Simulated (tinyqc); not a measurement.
Inside a calculation. Method: Hubbard chain of 5 sites. Computed by tinyqc, a small Python program that keeps every step. Settings: hopping = 0.55, U = 0.8, mixing = 0.2, iteration cap = 76. Command: `OMP_NUM_THREADS=1 python tinyqc.py 31317 31318 out.jsonl` (the two numbers bound the seeds that draw the settings). One thread of a shared host (Intel(R) Xeon(R) Processor @ 2.60GHz), about 0.2 s of CPU time with the checks.

one-body matrix (hopping and site energies) (eV), lower triangle:
```
          1         2         3         4        5
1   0.00000
2  -0.55000   0.00000
3   0.00000  -0.55000   0.00000
4   0.00000   0.00000  -0.55000   0.00000
5   0.00000   0.00000   0.00000  -0.55000  0.00000
```

U = 0.80000 eV

electrons, up and down: 3  2

n(up) at the start (a guess, not normalised): 1 0.65000, 2 0.55000, 3 0.65000, 4 0.55000, 5 0.65000

n(down) at the start (a guess): 1 0.35000, 2 0.45000, 3 0.35000, 4 0.45000, 5 0.35000

Each step fills the lowest levels of T + U n(other spin) and sets n(new) = n + mixing (n(out) - n); stop when output and input agree to 1e-8.

Course of the cycle:

| iteration | E (eV) | largest \|n(out) - n(in)\| | mean \|n_up - n_down\| |
|---|---|---|---|
| 1 | -2.0848284 | 7.86e-02 | 0.24580 |
| 2 | -2.0871195 | 6.94e-02 | 0.25627 |
| 3 | -2.0889566 | 6.14e-02 | 0.26564 |
| 4 | -2.0904286 | 5.44e-02 | 0.27401 |
| 5 | -2.0916073 | 4.82e-02 | 0.28148 |
| 6 | -2.0925507 | 4.27e-02 | 0.28814 |
| 7 | -2.0933053 | 3.79e-02 | 0.29409 |
| 8 | -2.0939086 | 3.36e-02 | 0.29941 |
| 9 | -2.0943907 | 2.99e-02 | 0.30414 |
| 10 | -2.0947759 | 2.65e-02 | 0.30837 |
| 11 | -2.0950835 | 2.36e-02 | 0.31214 |
| ... | ... | ... | ... |
| 66 | -2.0962967 | 4.27e-05 | 0.34321 |
| 67 | -2.0962967 | 3.81e-05 | 0.34321 |
| 68 | -2.0962967 | 3.40e-05 | 0.34322 |
| 69 | -2.0962967 | 3.04e-05 | 0.34323 |
| 70 | -2.0962967 | 2.71e-05 | 0.34323 |
| 71 | -2.0962967 | 2.42e-05 | 0.34323 |
| 72 | -2.0962967 | 2.16e-05 | 0.34324 |
| 73 | -2.0962967 | 1.92e-05 | 0.34324 |
| 74 | -2.0962967 | 1.72e-05 | 0.34324 |
| 75 | -2.0962967 | 1.53e-05 | 0.34325 |
| 76 | -2.0962967 | 1.37e-05 | 0.34325 |

Can the last value be used, and what does the course show?

Not by the stop rule, although the second column moves by less than 1e-07 over the last three steps. Not converged within 76 iterations: the residual falls steadily but slowly, by a factor of about 0.89 a step. The lowest mean-field energy found from random starts is -2.09630 eV. Reruns (cap 100 unless said): mixing 0.5: converged in 52 (E = -2.09630); mixing 0.9: converged in 25 (E = -2.09630); the original settings with a cap of 400: converged in 140 (E = -2.09630).
